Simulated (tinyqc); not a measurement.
From image to dissolution rate: chemically amplified photoresist: aerial image, acid generation, bake, development and line width. Computed by tinyqc, a small Python program. Command: `OMP_NUM_THREADS=1 python tinyqc.py 3016555 3016556 out.jsonl resist walk`. One thread of a shared host (Intel(R) Xeon(R) Processor @ 2.30GHz), about 0.03 s of CPU time with the checks.

Lines and spaces of pitch p with a two-beam-like image; x = 0 is the middle of the bright space. The resist is positive and treated as uniform in depth.

Inputs (values chosen for the exercise, for a model resist at 13.5 nm):

| quantity | value | unit |
|---|---|---|
| pitch p | 28 | nm |
| image contrast c | 0.69 | - |
| mean dose E | 15.9 | mJ/cm^2 |
| Dill parameter C | 0.016 | cm^2/mJ |
| quencher load q, relative to the acid generator | 0.073 | - |
| acid diffusivity D | 0.11 | nm^2/s |
| bake time t | 45 | s |
| amplification rate k_amp | 0.033 | 1/s |
| threshold protection m_th | 0.47 | - |
| development selectivity n | 8 | - |
| largest rate r_max | 1200 | nm/s |
| smallest rate r_min | 0.051 | nm/s |

Method:
- Dose E(x) = E [1 + c cos(2 pi x/p)]; acid h = 1 - exp(-C E(x)).
- Bake: the acid image is blurred by a Gaussian of variance sigma^2 = 2 D t (each Fourier term k of h, taken on 64 points, is multiplied by exp(-4 pi^2 k^2 D t/p^2)).
- The quencher then removes q, h_eff = max(h_blurred - q, 0); protection m = exp(-k_amp t h_eff).
- Mack rate r = r_max (a + 1)(1 - m)^n/(a + (1 - m)^n) + r_min, a = ((n + 1)/(n - 1))(1 - m_th)^n.

Across half a pitch:

| x/p | x (nm) | dose (mJ/cm^2) | blurred acid | protection m | rate (nm/s) |
|---|---|---|---|---|---|
| 0.00 | 0.0 | 26.871 | 0.32293 | 0.68994 | 12.822 |
| 0.05 | 1.4 | 26.334 | 0.31813 | 0.69487 | 11.299 |
| 0.10 | 2.8 | 24.776 | 0.30410 | 0.70951 | 7.664 |
| 0.15 | 4.2 | 22.349 | 0.28189 | 0.73330 | 3.907 |
| 0.20 | 5.6 | 19.290 | 0.25331 | 0.76509 | 1.451 |
| 0.25 | 7.0 | 15.900 | 0.22084 | 0.80288 | 0.395 |
| 0.30 | 8.4 | 12.510 | 0.18753 | 0.84360 | 0.105 |
| 0.35 | 9.8 | 9.451 | 0.15674 | 0.88306 | 0.056 |
| 0.40 | 11.2 | 7.024 | 0.13181 | 0.91638 | 0.051 |
| 0.45 | 12.6 | 5.466 | 0.11556 | 0.93876 | 0.051 |
| 0.50 | 14.0 | 4.929 | 0.10992 | 0.94665 | 0.051 |

What follows from these numbers?

The dose varies by a factor 5.45 across the pattern and the rate by 251.

Extremes, crossings and ranges named in words are read from the listed rows.
